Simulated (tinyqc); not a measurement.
Exchange-split free-electron bands and tunnelling magnetoresistance, step by step. Values are carried at full precision from step to step, so a last printed digit may differ when a step is redone from the rounded ones.

Majority and minority bands E = c k^2/m -/+ Dx/2, c = hbar^2/2m0, so k_up = sqrt(m (EF + Dx/2)/c), k_dn = sqrt(m (EF - Dx/2)/c); n_s = k_s^3/(6 pi^2), D_s = m k_s/(4 pi^2 c).

Constants: hbar^2/2m0 = 3.80998211 eV angstrom^2.

Parameters, chosen for this exercise:
```
symbol  value  unit      meaning
EF      5.47   eV        Fermi energy above the mean band bottom
Dx      2.61   eV        exchange splitting
m       1.36   m0        mass in the electrodes
mb      0.9    m0        mass in the barrier
phi     1.18   eV        barrier height above EF
d       14.7   angstrom  barrier thickness
```

## The two Fermi spheres

Give k_s, n_s, D_s, the moment per electron (n_up - n_dn)/n and three polarisations: of D, of D v and of D v^2 (v proportional to k).

k_up, k_dn (1/angstrom): [1.5551, 1.2193]

n_up, n_dn (1/angstrom^3): [0.06351, 0.03061]

D_up, D_dn (1/(eV angstrom^3)): [0.01406, 0.01102]

moment per electron = 0.3495 muB

polarisations: D 0.1210, D v 0.2386, D v^2 0.3495

The three numbers differ although they describe one band structure: each probe (density of states, ballistic current, diffusive current) weights the velocity differently.

## Transmissions

Barrier: kappa = sqrt(mb phi/c), c = hbar^2/2m0. With a = k1/m, b = k2/m, w = kappa/mb, the transmission at normal incidence is T(k1, k2) = 4 a b w^2/[w^2 (a + b)^2 + (w^2 + a^2)(w^2 + b^2) sinh^2(kappa d)]. Parallel: G_P = T(up, up) + T(dn, dn); antiparallel: G_AP = 2 T(up, dn); TMR = (G_P - G_AP)/G_AP. Julliere: TMR = 2 P^2/(1 - P^2). Slonczewski factor: P_eff = P_k (w^2 - a_up a_dn)/(w^2 + a_up a_dn), P_k = (k_up - k_dn)/(k_up + k_dn).

Evaluate kappa and the three T.

kappa = 0.5280 1/angstrom
kappa d = 7.761

T: up-up 4.790e-07, dn-dn 6.096e-07, up-dn 5.404e-07

The minority channel transmits more, by a factor 1.27; the common factor exp(-2 kappa d) is 1.81e-07.

## Magnetoresistance

From the T, and from the Julliere formula with P_k and with P_eff.

TMR from T = 0.73 %
P_k = 0.1210
P_eff = -0.0602
Julliere with P_k = 2.97 %
Julliere with P_eff = 0.73 %

The interface factor is -0.497: it reverses the sign of the tunnelling polarisation. The plain Julliere value lies 2.2 points above the result and the one with P_eff 0.00 points from it. Symmetry filtering in crystalline barriers, which gives far larger values, is outside this model.

## Checks

- TMR of a thick barrier against the Julliere formula with P_eff: both 0.007274.

Computed by tinyqc, a small Python program: `OMP_NUM_THREADS=1 python tinyqc.py 1651758 1651759 out.jsonl` (the numbers bound the seed that draws the inputs); one thread of a shared host (Intel(R) Xeon(R) Processor @ 2.30GHz), about 0.01 s for the whole set of steps.
